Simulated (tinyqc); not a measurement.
Rayleigh-quotient iteration on a symmetric matrix, step by step. Computed by tinyqc, a small Python program that keeps every step. Settings: method = rayleigh, shift = -0.35. Command: `OMP_NUM_THREADS=1 python tinyqc.py 22532 22533 out.jsonl` (the two numbers bound the seeds that draw the settings). One thread of a shared host (Intel(R) Xeon(R) Processor @ 2.60GHz), about 0.01 s of CPU time with the checks.

## Step 1

A:
```
,1,2,3,4,5,6
1,0.4570,0.2360,0.6660,-0.6540,-1.9120,-0.6180
2,0.2360,1.6640,-0.1220,-0.2940,1.2770,0.1330
3,0.6660,-0.1220,1.6900,-0.2470,1.3090,-0.1750
4,-0.6540,-0.2940,-0.2470,2.9340,0.0840,0.7430
5,-1.9120,1.2770,1.3090,0.0840,3.3890,0.5660
6,-0.6180,0.1330,-0.1750,0.7430,0.5660,3.6690
```

vector v at the start: 0.4082  0.4082  0.4082  0.4082  0.4082  0.4082

shift = -0.3500

solve (A - shift) w = v; v' = w/|w| with its largest component positive (the first on a tie); lambda = v'^T A v'; the next shift is lambda.

vector after step 1: -0.0039  0.6254  0.6417  0.3049  -0.2677  0.1803

Rayleigh quotient after step 1 = 0.7942

## Step 2

As before.

vector after step 2: 0.6322  0.5825  0.3231  0.3766  -0.0833  0.0889

Rayleigh quotient after step 2 = 1.2691

## Step 3

As before.

vector after step 3: 0.4924  0.7192  0.2692  0.3649  -0.1823  0.0387

Rayleigh quotient after step 3 = 1.3233

## Course of the iteration

Stop when the residual |A v - lambda v| is below 1e-9.

Steps:
```
step,lambda,residual
1,0.794237,1.51e+00
2,1.269076,4.55e-01
3,1.323261,1.28e-02
4,1.323155,1.77e-06
5,1.323155,1.78e-16
```

all eigenvalues, for comparison: -1.2902  1.3232  1.8415  2.5392  4.0417  5.3476

Converged in 5 steps.
